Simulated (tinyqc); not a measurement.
Scattering of inversion-layer electrons by surface optical phonons of the gate insulator (remote phonon scattering). Inputs raised by 5 %, one at a time. Computed by tinyqc, a small Python program. Command: `OMP_NUM_THREADS=1 python tinyqc.py 3110337 3110338 out.jsonl sophonon sens`. One thread of a shared host (Intel(R) Xeon(R) Processor @ 2.30GHz), about 0.03 s of CPU time with the checks.

One subband with the Fang-Howard envelope; insulator and channel are half-spaces, the gate is far away, and an interlayer only moves the polar surface away by t (its own modes and its permittivity contrast are left out).

Inputs (values chosen for the exercise, modelled on AlN on germanium): static constant of the insulator eps_0s = 9.37; intermediate constant eps_i = 7.45; optical constant eps_inf = 4.85; hbar omega_TO1 = 80.4 meV; hbar omega_TO2 = 89.9 meV; constant of the channel eps_s = 16.2; in-plane mass m = 0.117 m_0; valleys g_v = 4; sheet density n = 6e+12 1/cm^2; mean distance of the electrons z0 = 3/b = 1.7 nm; interlayer thickness t = 0.88 nm; temperature T = 300 K; electron energy E = 84 meV; mobility from other processes = 230 cm^2/(V s).

Screening by the channel electrons: none.

Constants: k_B = 8.617333262e-05 eV/K; hbar^2/(2 m_0) = 3.80998212 eV angstrom^2; e^2/(4 pi eps_0) = 14.39964548 eV angstrom; hbar = 6.582119569e-16 eV s; e = 1.602176634e-19 C; m_0 = 9.1093837015e-31 kg.

Method:
- eps(w) = eps_inf + (eps_0s - eps_i) w1^2/(w1^2 - w^2) + (eps_i - eps_inf) w2^2/(w2^2 - w^2). Surface modes solve eps(w) + eps_s = 0, a quadratic in w^2; the strength of a mode is g = 2/(w d eps/dw).
- Occupation N = 1/(exp(hbar w/(k_B T)) - 1).
- Density of states D = g_v m/(pi hbar^2); eta = E_F/(k_B T) = ln(exp(n/(D k_B T)) - 1); screening wave number q_s = e^2 D/(2 eps_0 eps_avg) x 1/(1 + exp(-eta)), eps_avg = (eps_s + eps_inf)/2; b = 3/z0.
- For a mode of strength g, without the occupation factor, Area x |M(q)|^2 = e^2 hbar w g/(2 eps_0 q) x (b/(b + q))^6 exp(-2 q t).
- Approximate momentum relaxation rate, taking tau v alike in the initial and final states: 1/tau = (m/(2 pi hbar^3)) sum over modes and over absorption (N, E' = E + hbar w) and emission (N + 1, E' = E - hbar w > 0) of [(1 - f(E'))/(1 - f(E))] int_0^(2 pi) Area |M(q)|^2 (1 - cos theta) d theta, q^2 = k^2 + k'^2 - 2 k k' cos theta, f the Fermi function; 48 midpoints in theta from 0 to pi.
- mu = (e/m) int tau E f (1 - f) dE/(k_B T int f dE), by 300 midpoints from 0 to (max(eta, 0) + 14) k_B T; Matthiessen sum with the other processes.

Runs; columns: (1) input moved; (2) from; (3) to; (4) remote-phonon mobility (cm^2/(V s)); (5) total mobility (cm^2/(V s)); (6) tau at E (fs); (7) loss of mobility (%):
```
(1)                                             (2)      (3)         (4)     (5)    (6)       (7)
base run                                          -        -  5.4085e+05  229.90   8561  0.042507
intermediate constant eps_i                    7.45   7.8225  5.5062e+05  229.90  10938  0.041754
optical constant eps_inf                       4.85   5.0925  5.5789e+05  229.91   8085  0.041210
hbar omega_TO2 (meV)                           89.9   94.395  5.8813e+05  229.91   6263  0.039092
in-plane mass m (m_0)                         0.117  0.12285  5.4097e+05  229.90   8477  0.042498
sheet density n (1/cm^2)                      6e+12  6.3e+12  5.2299e+05  229.90   8960  0.043958
mean distance of the electrons z0 = 3/b (nm)    1.7    1.785  5.8504e+05  229.91   9184  0.039298
interlayer thickness t (nm)                    0.88    0.924  5.7298e+05  229.91   8984  0.040125
```

Exponents ln(y'/y) / ln(x'/x):
```
input                                    remote-phonon mobility  total mobility  tau at E  loss of mobility
intermediate constant eps_i                               0.367           0.000     5.024            -0.367
optical constant eps_inf                                  0.636           0.000    -1.172            -0.635
hbar omega_TO2                                            1.717           0.001    -6.403            -1.717
in-plane mass m                                           0.005           0.000    -0.201            -0.005
sheet density n                                          -0.688           0.000     0.936             0.688
mean distance of the electrons z0 = 3/b                   1.609           0.001     1.441            -1.609
interlayer thickness t                                    1.183           0.000     0.989            -1.182
```

Among the inputs moved here: remote-phonon mobility answers most in size to hbar omega_TO2 (exponent +1.717), next to mean distance of the electrons z0 = 3/b (+1.609). Total mobility hardly depends on these (all exponents below 0.005). tau at E answers most in size to hbar omega_TO2 (exponent -6.403), next to intermediate constant eps_i (+5.024). Loss of mobility answers most in size to hbar omega_TO2 (exponent -1.717), next to mean distance of the electrons z0 = 3/b (-1.609).

Caution (all rows): a relaxation time is only an approximation for inelastic scattering, and static or no screening brackets the true dynamic screening only roughly.
